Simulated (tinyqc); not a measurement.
Splitting against the electric field: valley splitting in a one-orbital chain of atomic planes (second-neighbour model).

Each (001) plane carries one orbital with energy e0, hopping v to the next plane and u to the second: E(phi) = e0 + 2 v cos(phi) + 2 u cos(2 phi), where phi = pi - k a/4 (the sign of every second orbital is chosen so that v > 0, which shifts the phase by pi). The minimum lies at cos(phi0) = -v/(4u), phi0 = pi - (pi/2) k0 for a valley at k0 (2 pi/a), and e0 puts it at zero. A slab of N planes has hard walls: the matrix simply ends.

Parameters, chosen for this exercise (out of a larger set: near those of the Delta valleys of silicon; abrupt walls in this chain split the valleys several times more than measured wells; not measured data): a = 5.429 angstrom (lattice constant; planes lie a/4 apart); Nf = 100 (planes in the thick slab).

u = 0.601846 eV
v = 0.729522 eV
e0 = 1.424762 eV

A thick slab in a field F: plane j = 0, 1, ... gains the energy F j a/4 (1 MV/m = 1e-4 V/angstrom), which presses the electron against the first wall. The exponent is the slope of ln(splitting) against ln F between 20 and 50 MV/m.

Doublet:

| F (MV/m) | mean level (meV) | splitting (meV) | splitting/F (meV per MV/m) |
|---|---|---|---|
| 1 | 7.86 | 0.1425 | 0.1425 |
| 2 | 12.31 | 0.2850 | 0.1425 |
| 5 | 22.39 | 0.7126 | 0.1425 |
| 10 | 35.11 | 1.4259 | 0.1426 |
| 20 | 54.84 | 2.8538 | 0.1427 |
| 30 | 71.03 | 4.2833 | 0.1428 |
| 50 | 98.12 | 7.1466 | 0.1429 |

exponent = 1.00

What does the comparison show, and why?

The splitting goes from 0.1425 to 7.1466 meV. At high field it grows as F^1.00: at a single hard wall it follows the squared slope of the envelope, which is proportional to F, while the level itself grows about as F^(2/3) (here F^0.63). A hard wall is the sharpest interface possible; real Si interfaces split several times less.

Computed by tinyqc, a small Python program: `OMP_NUM_THREADS=1 python tinyqc.py 1481236 1481237 out.jsonl` (the numbers bound the seed that draws the inputs); one thread of a shared host (Intel(R) Xeon(R) Processor @ 2.30GHz), about 0.01 s for the whole set of steps.
